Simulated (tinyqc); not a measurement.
Tunnelling through a two-layer gate stack, WKB transmission and Tsu-Esaki current: one step of the calculation.

Electrons leave the emitter at x = 0. Energies E (motion across the layers) are in eV from the emitter Fermi level; the collector Fermi level lies at -V and offers states at every E. No charge in the dielectric and no image force: F1 = V/(t1 + t2 eps1/eps2), F2 = F1 eps1/eps2; U = phi1 - F1 x in layer 1 and phi2 - F1 t1 - F2 (x - t1) in layer 2. With C = hbar^2/(2 m0), kappa = sqrt(m (U - E)/C) where U > E and 0 elsewhere; T(E) = exp(-S), S = 2 times the integral of kappa over x.

Task. Fields and band edges. F1 = V/(t1 + t2 eps1/eps2), F2 = F1 eps1/eps2; U = phi1 - F1 x in layer 1 and phi2 - F1 t1 - F2 (x - t1) in layer 2. EOT = 3.9 (t1/eps1 + t2/eps2).

Values chosen for this exercise; layer 1 close to silicon nitride, layer 2 close to zirconium oxide:
```
symbol,value,unit,meaning
phi1,2.03,eV,barrier of layer 1 above the emitter Fermi level at zero bias
m1,0.49,m0,tunnelling mass of layer 1
t1,0.5,nm,thickness of layer 1
eps1,7.2,,relative permittivity of layer 1
phi2,1.43,eV,barrier of layer 2 at zero bias
m2,0.25,m0,tunnelling mass of layer 2
t2,2.4,nm,thickness of layer 2
eps2,25.8,,relative permittivity of layer 2
V,0.6,V,voltage across the dielectric
```

Give: F1; F2; U at the end of layer 1; U at the start of layer 2; U at the end of layer 2; EOT.

Result.

F1 = 5.1292 MV/cm
F2 = 1.4314 MV/cm
U at the end of layer 1 = 1.7735 eV
U at the start of layer 2 = 1.1735 eV
U at the end of layer 2 = 0.83000 eV
EOT = 0.63362 nm

Program tinyqc, `OMP_NUM_THREADS=1 python tinyqc.py 2540065 2540066 out.jsonl`; Intel Xeon 2.30GHz, shared host, one thread, about 0.02 s.
